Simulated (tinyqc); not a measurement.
Two-step dopant diffusion (predeposition and drive-in) with a constant diffusivity. Changing the drive-in temperature T2. Computed by tinyqc, a small Python program. Command: `OMP_NUM_THREADS=1 python tinyqc.py 3008593 3008594 out.jsonl dopdiff sweep`. One thread of a shared host (Intel(R) Xeon(R) Processor @ 2.30GHz), about 0.03 s of CPU time with the checks.

Fick diffusion into a half space x > 0 whose background doping C_B is of the opposite type, so that a junction lies where C = C_B.

Inputs (values chosen for the exercise, modelled on aluminium in silicon):

| quantity | value | unit |
|---|---|---|
| prefactor D0 | 1.57 | cm^2/s |
| activation energy E | 3.4 | eV |
| surface concentration C_s | 2.2e+18 | 1/cm^3 |
| background doping C_B | 1.5e+16 | 1/cm^3 |
| predeposition temperature T1 | 975 | C |
| predeposition time t1 | 45 | min |
| drive-in time t2 | 240 | min |
| ramp rate | 2 | C/min |
| stand-by temperature | 750 | C |

Furnace ramps of the drive-in: linear ramps.

Constants: k_B = 8.617333262e-05 eV/K.

Method:
- D = D0 exp(-E/(k_B T)).
- Temperatures in kelvin are T(C) + 273.15.
- Times in seconds are 60 times the minutes.
- One ramp between the stand-by temperature and T2 adds int D dT / rate (40-point Gauss-Legendre); the usual estimate counts it as an extra time k_B T2^2/(E rate) at T2. (Dt)2 = D2 t2 + two ramps, times in seconds.
- C = C_s erfc(x/(2 sqrt(D1 t1))); dose Q = 2 C_s sqrt(D1 t1/pi); the junction solves erfc(z) = C_B/C_s with x_j = 2 z sqrt(D1 t1).
- With a sealed surface and a thin source, C = Q/sqrt(pi (Dt)2) exp(-x^2/(4 (Dt)2)); x_j = 2 sqrt((Dt)2 ln(C(0)/C_B)); gradient at the junction |dC/dx| = C_B x_j/(2 (Dt)2).

One run for each value:

| drive-in temperature T2 (C) | junction depth x_j (um) | surface concentration C(0) (Gaussian) (1/cm^3) | D2 (cm^2/s) | gradient at the junction (1/cm^4) |
|---|---|---|---|---|
| 950 | 0.6342 | 7.8159e+17 | 1.5374e-14 | 1.8701e+21 |
| 1000 | 1.0998 | 4.1266e+17 | 5.4571e-14 | 9.0411e+20 |
| 1025 | 1.4171 | 3.0538e+17 | 9.9119e-14 | 6.3795e+20 |
| 1050 | 1.8002 | 2.2854e+17 | 1.7602e-13 | 4.5389e+20 |
| 1075 | 2.2547 | 1.7286e+17 | 3.0599e-13 | 3.2524e+20 |
| 1100 | 2.7840 | 1.3207e+17 | 5.2133e-13 | 2.3441e+20 |
| 1150 | 4.0574 | 7.9278e+16 | 1.4307e-12 | 1.2310e+20 |
| 1200 | 5.5196 | 4.9242e+16 | 3.6660e-12 | 6.4608e+19 |

What does the table show, and why?

Over the rows, junction depth x_j (um) rises from 0.634 to 5.52; surface concentration C(0) (Gaussian) (1/cm^3) falls from 7.82e17 to 4.92e16. D2 rises by a factor 238 over the range, x_j by 8.70, less than the square root 15.4, as the surface value drops.

Caution (rows 950, 1000): the drive-in budget is under fifteen times D1 t1, so the source is not thin and the Gaussian junction is too shallow.
